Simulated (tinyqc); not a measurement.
Schottky barrier with interface states (Cowley-Sze model), image lowering and contact resistance: one step, computed by the program tinyqc. Command: `OMP_NUM_THREADS=1 python tinyqc.py 3014438 3014439 out.jsonl pinning walk`. One thread of a shared host (Intel(R) Xeon(R) Processor @ 2.30GHz), about 0.01 s of CPU time with the checks.

An n-type semiconductor under a metal. The barrier lies between the Schottky-Mott limit phi_M - chi and the Bardeen limit E_g - E_n, E_n being the neutrality level of the interface states; the space-charge term of the full Cowley-Sze expression is left out.

Problem. Thermionic current. A* = 4 pi e m_e M_c k_B^2/h^3 (a simple valley count); J_s = A* T^2 exp(-phi/k_B T). J_0 uses phi_B; the reverse current uses phi_B less the image lowering, times 1 - exp(-V_r/k_B T).

Inputs (values chosen for the exercise, with gap, mass and screening modelled on CdTe):
```
quantity,value,unit
electron mass m_e,0.096,m_0
valleys M_c,1,-
temperature T,300,K
reverse bias V_r,1.8,V
```

Pinning factor from: interface states.

barrier phi_B = 0.7355117 eV

image lowering = 0.05825914 eV

Constants: e = 1.602176634e-19 C; m_0 = 9.1093837015e-31 kg; k_B = 1.380649e-23 J/K; h = 6.62607015e-34 J s; k_B = 8.617333262e-05 eV/K.

Give: Richardson constant A*; J_0; thermionic reverse current.

Solution.

Richardson constant A* = 11.54 A cm^-2 K^-2

J_0 = 4.574e-07 A/cm^2

thermionic reverse current = 4.355e-06 A/cm^2

Image lowering raises the reverse current by a factor 9.52.
